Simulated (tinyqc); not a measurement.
p-n diode with diffusion and depletion-layer recombination: two steps of the calculation.

Abrupt junction in the depletion approximation, low injection, full ionisation, neutral widths fixed, ohmic contact on the p side. Vj is the junction voltage; where a series resistance Rs is given, V = Vj + J Rs is the terminal voltage.

Values chosen for this exercise; band and dielectric values those of a made-up semiconductor: temperature T = 300 K; band gap Eg = 1.04 eV; conduction-band density of states at T Nc = 3.36e19 cm^-3; valence-band density of states at T Nv = 3e19 cm^-3; acceptor density Na = 1.9e16 cm^-3; donor density Nd = 6.5e16 cm^-3; electron mobility in the p side mun = 990 cm^2/(V s); hole mobility in the n side mup = 340 cm^2/(V s); electron lifetime tn = 1e-5 s; hole lifetime tp = 1e-9 s; neutral width of the p side wp = 0.52 um; neutral width of the n side wn = 24 um; recombination velocity at the n contact Sp = 1e7 cm/s; series resistance Rs = 0.0002 ohm cm^2; terminal voltage V = 1.02 V.

Constants: q = 1.602176634e-19 C, kB = 1.380649e-23 J/K, Vt = kB T/q. Results are converted to the units shown.

Problem 1. Diffusion lengths and saturation currents. ni = sqrt(Nc Nv) exp(-Eg/(2 Vt)), Eg in volts; D = mu Vt; Ln = sqrt(Dn tn), Lp = sqrt(Dp tp); J0n = q ni^2 Dn coth(wp/Ln)/(Ln Na); J0p = (q ni^2 Dp/(Lp Nd)) (s + tanh(wn/Lp))/(1 + s tanh(wn/Lp)), s = Sp Lp/Dp.

Wanted: ni; Ln; Lp; J0n; J0p.

Solution 1.

ni = 5.8360e10 cm^-3
Ln = 159.98 um
Lp = 0.93753 um
J0n = 1.4136e-8 A/cm^2
J0p = 7.8707e-10 A/cm^2

wp/Ln = 0.0033 and wn/Lp = 26; electrons carry 94.7 % of the diffusion current.

Problem 2. New Vj. Diffusion current alone: J = J0 (exp(Vj/Vt) - 1), g = Vj + J Rs - V, g' = 1 + Rs J0 exp(Vj/Vt)/Vt, Vj(new) = Vj - g/g'.

Vj at the start = 0.51 V
J0 = J0n + J0p = 1.4922655e-8 A/cm^2

Give: J; g; g'; Vj after iteration 1.

Solution 2.

J = 5.5140 A/cm^2
g = -0.50890 V
g' = 1.0427
Vj after iteration 1 = 0.99808 V

tinyqc, about 0.01 s, one thread, Intel Xeon 2.30GHz (shared host): `OMP_NUM_THREADS=1 python tinyqc.py 2260026 2260027 out.jsonl`
